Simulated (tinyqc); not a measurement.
Inside a calculation: two-band k.p model of the Delta valleys near the X point under shear strain. Values are carried at full precision from step to step, so a last printed digit may differ when a step is redone from the rounded ones.

Constants: hbar^2/2m0 = 3.80998211 eV angstrom^2.

Inputs chosen for the exercise (near those of Si; shifted at random, so the results belong to these values and not to a real crystal): a = 5.433 angstrom (lattice constant); ml = 0.905 m0 (longitudinal mass); mt = 0.189 m0 (transverse mass); kx0 = 0.147 2 pi/a (distance of the minimum from X); D = 13.4 eV (shear deformation potential); Mp = 0.246 m0 (coupling mass); exy = 0.022 (shear strain); k = (-0.066, 0.023, 0.068) 1/angstrom (wave vector from X).

## Scales

k0 = kx0 2 pi/a; Delta = 2 c k0^2/ml with c = hbar^2/2m0, half the splitting of the two bands at k0; eta = D exy/Delta measures the shear coupling against it.

k0 = 0.17000 1/angstrom
Delta = 0.24334 eV
eta = 1.2115
splitting of the two bands at X, 2 |D exy| = 0.5896 eV

## The Hamiltonian at one k

Valley pair on the [001] axis, kz counted from the X point, c = hbar^2/2m0, k0 = kx0 2 pi/a. H = (c kz^2/ml + c (kx^2 + ky^2)/mt + c k0^2/ml) 1 + (2 c k0 kz/ml) sigma_z + (D exy - 2 c kx ky/Mp) sigma_x, so E = c kz^2/ml + c (kx^2 + ky^2)/mt + c k0^2/ml -/+ sqrt((2 c k0 kz/ml)^2 + (D exy - 2 c kx ky/Mp)^2). Without strain the lower band has its minima, E = 0, at kz = +/- k0. Shifts from diagonal strain are left out.

Fill in the 2 x 2 matrix (sigma_z diagonal) and give its levels.

H(k) (eV):
```
        1       2
1  0.3369  0.3418
2  0.3418  0.1423
```

levels (eV): -0.1158  0.5950

## Position, depth and masses of the minimum

For |eta| < 1: k_min = k0 sqrt(1 - eta^2), E_min = -Delta eta^2/2, ml(eta) = ml/(1 - eta^2), 1/m[110] = 1/mt + eta/Mp, 1/m[1-10] = 1/mt - eta/Mp. For |eta| > 1 the minimum sits at X: E_min = -Delta (2 |eta| - 1)/2, ml(eta) = ml/(1 - 1/|eta|), and eta is replaced by its sign in the transverse masses.

k_min = 0.0000 1/angstrom
E_min = -173.13 meV
ml(eta) = 5.185 m0

masses along [110] and [1-10] (m0): 0.1069  0.8157

The two valleys have merged at X; electrons are lighter along [110] (-43.4 % against mt) and heavier across (+331.6 %).

## The two bands along kz

kx = ky = 0, kz from 0 to 1.6 k0 in steps of 0.2 k0, with and without the strain.

Levels (eV):
```
kz/k0  kz (1/angstrom)    lower   upper  lower, no strain  upper, no strain
0.0             0.0000  -0.1731  0.4165            0.1217            0.1217
0.2             0.0340  -0.1723  0.4253            0.0779            0.1752
0.4             0.0680  -0.1693  0.4516            0.0438            0.2385
0.6             0.1020  -0.1635  0.4944            0.0195            0.3115
0.8             0.1360  -0.1537  0.5528            0.0049            0.3942
1.0             0.1700  -0.1389  0.6256            0.0000            0.4867
1.2             0.2040  -0.1181  0.7118            0.0049            0.5889
1.4             0.2380  -0.0904  0.8107            0.0195            0.7008
1.6             0.2720  -0.0552  0.9215            0.0438            0.8225
```

## Checks

- Depth of the minimum by numerical search against the closed form (eV): both -0.173128.
- Mass along [110] by finite differences against the closed form: both 0.1069.

Program tinyqc; command `OMP_NUM_THREADS=1 python tinyqc.py 1081160 1081161 out.jsonl`; about 0.01 s on one thread of a shared Intel(R) Xeon(R) Processor @ 2.30GHz.
